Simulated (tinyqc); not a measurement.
A chain with two barriers and dephasing by Buettiker voltage probes: one step of the calculation.

Sites 1 to 3 form a chain with hopping -t. Lead L joins site 1 and lead R site 3, both semi-infinite chains with hopping -t and site energy 0. Every site carries a probe with self-energy -i Gamma_p/2 that draws no net current. Linear response at zero temperature: mu_L = 1, mu_R = 0 in units of the bias.

Problem. Probe potentials and effective transmission. No current into probe p: W mu = T_pL with W_pp = T_pL + T_pR + sum_q T_pq and W_pq = -T_pq. Then T_eff = T_RL + sum_p T_pR mu_p, and the resistance is (h/2q^2)/T_eff.

Constants: q = 1.602176634e-19 C, h = 6.62607015e-34 J s. Results are converted to the units shown.

T_RL = 0.011388377

```
probe         T_pL        T_pR
1      0.064240188  0.00468740
2      0.039784893  0.07045391
3      0.004687405  0.12488469
```

T_pq:
```
             1            2            3
1  0.000000000  0.016375282  0.001929315
2  0.016375282  0.000000000  0.028998512
3  0.001929315  0.028998512  0.000000000
```

Give: W; mu_p; T_eff; resistance.

Solution.

W:
```
         1        2        3
1   0.0872  -0.0164  -0.0019
2  -0.0164   0.1556  -0.0290
3  -0.0019  -0.0290   0.1605
```

mu_p, probe 1 to 3: 0.8063  0.3599  0.1039
T_eff = 0.05350
resistance = 241.2 kohm

tinyqc, about 0.01 s, one thread, Intel Xeon 2.30GHz (shared host): `OMP_NUM_THREADS=1 python tinyqc.py 2700134 2700135 out.jsonl`
